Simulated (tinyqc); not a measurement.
Singlet against triplet in a field: parabolic quantum dot in a magnetic field (Fock-Darwin).

Two dimensions, V = m w0^2 r^2/2, one valley. hbar wc = 2 muB B/m, W = sqrt(w0^2 + wc^2/4), E(n, l, s) = (2n + |l| + 1) hbar W - l hbar wc/2 + s gs muB B, n = 0, 1, ..., l = 0, +/-1, ..., s = +/-1/2; length lam = sqrt(2c/(m hbar W)), c = hbar^2/2m0.

Two electrons, first order in the Coulomb energy: the singlet (0,0)^2 has 2W + J0 and the lowest triplet (0,0)(0,1) has 3W - wc/2 + J0/2 - Ez, with J0 = sqrt(pi/2) q/(eps lam), q = e^2/(4 pi eps0), Ez = |gs| muB B.

Exact treatment: the centre of mass separates with energy W, and the relative motion obeys [-(2c/m) Laplacian + (2c/m) r^2/(2 lam^2)^2 + q/(eps r)] psi = e_l psi for angular number l, solved in 14 Gaussians r^l exp(-a r^2), a = 1.7^i/(4 lam^2), i = -3 to 10. E(S) = W + e_0, E(T) = W + e_1 - wc/2 - Ez.

Constants: muB = 5.788381798e-05 eV/T; hbar^2/2m0 = 3.80998211 eV angstrom^2; e^2/(4 pi eps0) = 14.39964547 eV angstrom.

Values chosen for the exercise (near those of a gate-defined dot in Si; the results hold for these values, not for the real material):
```
symbol  value                                unit  meaning
m       0.1824                               m0    mass
gs      1.97                                       g factor
w0      1.1                                  meV   confinement energy hbar w0
eps     11.9                                       dielectric constant
Bs      (0, 0.43, 0.87, 1.4, 2.1, 3.1, 4.5)  T     fields
```

For each field, first order and exact.

Energies (meV):
```
B (T)     J0  W - wc/2     Ez  E(T) - E(S), first order  exact
0      7.782     1.100  0.000                    -2.791   0.24
0.43   7.812     0.972  0.049                    -2.983   0.05
0.87   7.902     0.858  0.099                    -3.192  -0.13
1.4    8.082     0.742  0.160                    -3.458  -0.34
2.1    8.415     0.620  0.239                    -3.827  -0.61
3.1    9.014     0.492  0.353                    -4.368  -0.99
4.5    9.962     0.375  0.513                    -5.120  -1.48
```

Exactly, the triplet drops below the singlet between 0.43 and 0.87 T. First order has the triplet lower even at zero field, which the exact solution forbids; with J0/W = 7.07 at zero field it misses the splitting there by 3.03 meV. From the first row to the last the orbital cost falls by 0.73 meV, the Coulomb gain J0/2 (half direct, half exchange) grows by 1.09 meV and the Zeeman gain by 0.51 meV. States of higher angular number, which take over at higher fields, in soft dots already within such a table, are left out.

Run: tinyqc, `OMP_NUM_THREADS=1 python tinyqc.py 1281202 1281203 out.jsonl`; Intel(R) Xeon(R) Processor @ 2.30GHz, one thread, shared host; about 0.1 s of CPU time with all checks.
